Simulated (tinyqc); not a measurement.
Inside a calculation. Method: Hubbard chain of 4 sites. Computed by tinyqc, a small Python program that keeps every step. Settings: hopping = 1.11, U = 1.6, mixing = 1, iteration cap = 69. Command: `OMP_NUM_THREADS=1 python tinyqc.py 23722 23723 out.jsonl` (the two numbers bound the seeds that draw the settings). One thread of a shared host (Intel(R) Xeon(R) Processor @ 2.60GHz), about 0.2 s of CPU time with the checks. Later iterations appear only in the table of the cycle.

## Mean-field iteration 1

one-body matrix (hopping and site energies) (eV), order 1, 2, 3, 4:
```
[[0.000000, -1.110000, 0.000000, 0.000000],
 [-1.110000, 0.000000, -1.110000, 0.000000],
 [0.000000, -1.110000, 0.000000, -1.110000],
 [0.000000, 0.000000, -1.110000, 0.000000]]
```

U = 1.600000 eV

electrons, up and down: [1, 1]

mixing = 1

n(up) at the start (a guess, not normalised): [0.700000, 0.000000, 0.700000, 0.000000]

n(down) at the start (a guess): [0.000000, 0.700000, 0.000000, 0.700000]

H(up) = T + U n(down), H(down) = T + U n(up); fill the lowest levels; n(new) = n + mixing (n(out) - n); E = tr T (rho up + rho down) + U sum n_up n_down of the output.

levels, up (eV): [-1.321297, -0.325562, 1.445562, 2.441297]

levels, down (eV): [-1.321297, -0.325562, 1.445562, 2.441297]

energy = -2.991738 eV

n(up) after iteration 1: [0.179333, 0.254106, 0.469500, 0.097060]

n(down) after iteration 1: [0.097060, 0.469500, 0.254106, 0.179333]

## Mean-field iteration 2

As before.

levels, up (eV): [-1.333642, -0.380963, 1.020272, 2.294332]

levels, down (eV): [-1.333642, -0.380963, 1.020272, 2.294332]

energy = -3.120481 eV

n(up) after iteration 2: [0.161522, 0.290628, 0.372904, 0.174946]

n(down) after iteration 2: [0.174946, 0.372904, 0.290628, 0.161522]

## Convergence

Each step fills the lowest levels of T + U n(other spin) and sets n(new) = n + mixing (n(out) - n); stop when output and input agree to 1e-8.

Course of the cycle:
```
iteration       E (eV)  largest |n(out) - n(in)|  mean |n_up - n_down|
1          -2.99173841                  5.21e-01              0.148833
2          -3.12048116                  9.66e-02              0.047850
3          -3.12786975                  2.71e-02              0.034000
4          -3.12865981                  1.06e-02              0.023914
5          -3.12888815                  5.15e-03              0.016699
6          -3.12898965                  2.99e-03              0.011656
7          -3.12903835                  1.96e-03              0.008131
8          -3.12906199                  1.31e-03              0.005672
9          -3.12907349                  9.12e-04              0.003956
10         -3.12907908                  6.30e-04              0.002760
11         -3.12908180                  4.40e-04              0.001925
...                ...                       ...                   ...
31         -3.12908437                  3.27e-07              1.43e-06
32         -3.12908437                  2.28e-07              9.99e-07
33         -3.12908437                  1.59e-07              6.97e-07
34         -3.12908437                  1.11e-07              4.86e-07
35         -3.12908437                  7.73e-08              3.39e-07
36         -3.12908437                  5.39e-08              2.36e-07
37         -3.12908437                  3.76e-08              1.65e-07
38         -3.12908437                  2.62e-08              1.15e-07
39         -3.12908437                  1.83e-08              8.02e-08
40         -3.12908437                  1.28e-08              5.60e-08
41         -3.12908437                  8.91e-09              3.90e-08
```

local moments n_up - n_down: [0.000000, 0.000000, 0.000000, 0.000000]

Converged in 41 iterations. Before convergence this energy mixes input and output and is not variational, so it may rise towards its limit.

## The many-body Hamiltonian

Basis: all placements (u, d, 2, 0 on each site), up operators ordered before down ones; hops carry the sign of the same-spin electrons passed.

H (eV), order 2000, ud00, u0d0, u00d, du00, 0200, 0ud0, 0u0d, d0u0, 0du0, 0020, 00ud, d00u, 0d0u, 00du, 0002:
```
[[1.600000, -1.110000, 0.000000, 0.000000, -1.110000, 0.000000, 0.000000, 0.000000, 0.000000, 0.000000, 0.000000, 0.000000, 0.000000, 0.000000, 0.000000, 0.000000],
 [-1.110000, 0.000000, -1.110000, 0.000000, 0.000000, -1.110000, 0.000000, 0.000000, 0.000000, 0.000000, 0.000000, 0.000000, 0.000000, 0.000000, 0.000000, 0.000000],
 [0.000000, -1.110000, 0.000000, -1.110000, 0.000000, 0.000000, -1.110000, 0.000000, 0.000000, 0.000000, 0.000000, 0.000000, 0.000000, 0.000000, 0.000000, 0.000000],
 [0.000000, 0.000000, -1.110000, 0.000000, 0.000000, 0.000000, 0.000000, -1.110000, 0.000000, 0.000000, 0.000000, 0.000000, 0.000000, 0.000000, 0.000000, 0.000000],
 [-1.110000, 0.000000, 0.000000, 0.000000, 0.000000, -1.110000, 0.000000, 0.000000, -1.110000, 0.000000, 0.000000, 0.000000, 0.000000, 0.000000, 0.000000, 0.000000],
 [0.000000, -1.110000, 0.000000, 0.000000, -1.110000, 1.600000, -1.110000, 0.000000, 0.000000, -1.110000, 0.000000, 0.000000, 0.000000, 0.000000, 0.000000, 0.000000],
 [0.000000, 0.000000, -1.110000, 0.000000, 0.000000, -1.110000, 0.000000, -1.110000, 0.000000, 0.000000, -1.110000, 0.000000, 0.000000, 0.000000, 0.000000, 0.000000],
 [0.000000, 0.000000, 0.000000, -1.110000, 0.000000, 0.000000, -1.110000, 0.000000, 0.000000, 0.000000, 0.000000, -1.110000, 0.000000, 0.000000, 0.000000, 0.000000],
 [0.000000, 0.000000, 0.000000, 0.000000, -1.110000, 0.000000, 0.000000, 0.000000, 0.000000, -1.110000, 0.000000, 0.000000, -1.110000, 0.000000, 0.000000, 0.000000],
 [0.000000, 0.000000, 0.000000, 0.000000, 0.000000, -1.110000, 0.000000, 0.000000, -1.110000, 0.000000, -1.110000, 0.000000, 0.000000, -1.110000, 0.000000, 0.000000],
 [0.000000, 0.000000, 0.000000, 0.000000, 0.000000, 0.000000, -1.110000, 0.000000, 0.000000, -1.110000, 1.600000, -1.110000, 0.000000, 0.000000, -1.110000, 0.000000],
 [0.000000, 0.000000, 0.000000, 0.000000, 0.000000, 0.000000, 0.000000, -1.110000, 0.000000, 0.000000, -1.110000, 0.000000, 0.000000, 0.000000, 0.000000, -1.110000],
 [0.000000, 0.000000, 0.000000, 0.000000, 0.000000, 0.000000, 0.000000, 0.000000, -1.110000, 0.000000, 0.000000, 0.000000, 0.000000, -1.110000, 0.000000, 0.000000],
 [0.000000, 0.000000, 0.000000, 0.000000, 0.000000, 0.000000, 0.000000, 0.000000, 0.000000, -1.110000, 0.000000, 0.000000, -1.110000, 0.000000, -1.110000, 0.000000],
 [0.000000, 0.000000, 0.000000, 0.000000, 0.000000, 0.000000, 0.000000, 0.000000, 0.000000, 0.000000, -1.110000, 0.000000, 0.000000, -1.110000, 0.000000, -1.110000],
 [0.000000, 0.000000, 0.000000, 0.000000, 0.000000, 0.000000, 0.000000, 0.000000, 0.000000, 0.000000, 0.000000, -1.110000, 0.000000, 0.000000, -1.110000, 1.600000]]
```

## Exact diagonalisation (16 states)

Lowest levels of the sector, and the double occupancy of the lowest state.

lowest levels (eV): [-3.224757, -2.482035, -1.991157, -1.110000, -1.016900, -0.608185]

double occupancy per site = 0.042575

The mean-field solution above lies 0.0957 eV above the exact energy.

## The lowest level by Lanczos steps

From a random start vector (not printed): a_j = <q_j|H|q_j>, b_j = norm of the remainder after orthogonalising; the Ritz value is the lowest eigenvalue of the tridiagonal matrix of a and b so far.

Lanczos:
```
j    a_j (eV)  b_j (eV)  lowest Ritz value (eV)
1    0.892816  2.326743              0.89281598
2    0.932934  2.030409             -1.41395480
3    0.930155  1.861686             -2.16722242
4   -0.999547  1.496713             -2.80421592
5    0.190714  1.924803             -3.08737307
6    0.837323  1.259397             -3.20298591
7    0.484541  1.343129             -3.22089660
8    1.320058  1.525361             -3.22338265
9   -1.302637  0.862742             -3.22446264
10  -0.539959  0.610800             -3.22474389
```
